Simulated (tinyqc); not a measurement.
Inside a calculation. Method: Pariser-Parr-Pople SCF with singles CI, for the molecule C=CC=CC=CC=C(N)Cl (SMILES; centres numbered as the heavy atoms are written). One step of it, computed by the program tinyqc.

Problem. Iteration 1: orbitals and new P. Diagonalise F (the basis is taken as orthonormal) and form P = 2 sum c c over the lowest orbitals.

F (eV), lower triangle:
```
             1C         2C         3C         4C         5C         6C         7C          8C
1C    -5.434698
2C    -5.457820  -4.505140
3C     0.535863  -4.392762  -5.198642
4C     0.531967   0.000000  -4.920667  -4.830816
5C    -0.297115   0.268671   0.536028  -4.710899  -6.025856
6C    -0.166470   0.000000   0.373091   0.000000  -4.659053  -6.443441
7C     0.202408  -0.100449  -0.297115   0.398845   0.535863  -4.985910  -8.611181
8C     0.047898   0.000000  -0.084128   0.000000   0.235752   0.000000  -4.276474  -10.789374
9N    -0.106621   0.041688   0.141543  -0.131366  -0.209677   0.421208   0.394105   -4.837166
10Cl  -0.095949   0.038762   0.129484  -0.127026  -0.192426   0.425626   0.305967   -3.721729

             9N        10Cl
9N    -8.450208
10Cl   1.117288  -14.620827
```

pi electrons, sum of z_r less the charge = 12

Give: orbital energies; P after iteration 1.

Solution.

orbital energies (eV): -18.067  -14.619  -13.193  -12.150  -10.445  -7.823  -2.982  -0.752  1.562  3.559

P after iteration 1, lower triangle:
```
          1C      2C      3C      4C      5C      6C      7C     8C
1C     1.166
2C     0.868   0.958
3C    -0.137   0.476   1.147
4C    -0.321   0.040   0.745   0.948
5C     0.116  -0.109  -0.149   0.553   1.180
6C     0.187  -0.022  -0.274   0.039   0.684   0.971
7C    -0.134   0.055   0.172  -0.154  -0.235   0.619   1.329
8C    -0.077   0.002   0.102   0.005  -0.155  -0.028   0.495  1.187
9N     0.147  -0.031  -0.184   0.070   0.238  -0.174  -0.333  0.754
10Cl   0.060  -0.011  -0.077   0.026   0.103  -0.070  -0.151  0.332

          9N   10Cl
9N     1.257
10Cl  -0.326  1.857
```
